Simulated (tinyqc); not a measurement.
Abrupt p-n junction, non-linear Poisson equation by Newton steps: one step of the calculation.

One dimension, p side on the left, n side on the right; net doping C = -Na for x < 0 and +Nd for x > 0. The potential psi is counted from the intrinsic level, and the quasi-Fermi potentials are flat: 0 for holes and -V for electrons, so n = ni exp((psi + V)/Vt) and p = ni exp(-psi/Vt) (Boltzmann statistics, full ionisation, no current).

Task. Newton step. Solve the tridiagonal system a_(i-1) d_(i-1) + b_i d_i + a_i d_(i+1) = -F_i for nodes 1 to 8, with d = 0 on fixed nodes. Each component d is damped to sign(d) Vt ln(1 + |d|/Vt) before it is added.

Parameters, values chosen for the exercise:

| symbol | value | unit | meaning |
|---|---|---|---|
| T | 400 | K | temperature |

Constants: q = 1.602176634e-19 C, kB = 1.380649e-23 J/K, Vt = kB T/q. Results are converted to the units shown.

coupling a_i, interval 0 to 8 (F/cm^2): [5.3681994e-8, 6.4662402e-8, 7.9031825e-8, 9.6445616e-8, 1.1692380e-7, 6.0750442e-8, 3.1380283e-8, 1.6320147e-8, 8.4676955e-9]
diagonal b, node 1 to 8 (F/cm^2): [-1.0651668e-6, -9.2457871e-7, -8.1482661e-7, -7.3883960e-7, -3.1164473e-7, -3.5097302e-7, -5.4656012e-7, -9.8548493e-7]
residual F, node 1 to 8 (C/cm^2): [~0, ~0, ~0, 3.0989563e-7, -3.0989563e-7, ~0, ~0, ~0]
psi at the start, node 0 to 9 (V): [-1.3535684, -1.3535684, -1.3535684, -1.3535684, -1.3535684, 1.2968385, 1.2968385, 1.2968385, 1.2968385, 1.2968385]

Find: Newton step d, before damping; psi after iteration 1.

Result.

Newton step d, before damping, node 1 to 8 (V): [0.0002, 0.0028, 0.0332, 0.2780, -0.9214, -0.1603, -0.0092, -0.0002]
psi after iteration 1, node 0 to 9 (V): [-1.354, -1.353, -1.351, -1.330, -1.278, 1.182, 1.237, 1.289, 1.297, 1.297]

tinyqc, about 0.02 s, one thread, Intel Xeon 2.30GHz (shared host): `OMP_NUM_THREADS=1 python tinyqc.py 2000077 2000078 out.jsonl`

~0 in a residual or rate marks an entry under 1e-11 of the largest of its column.
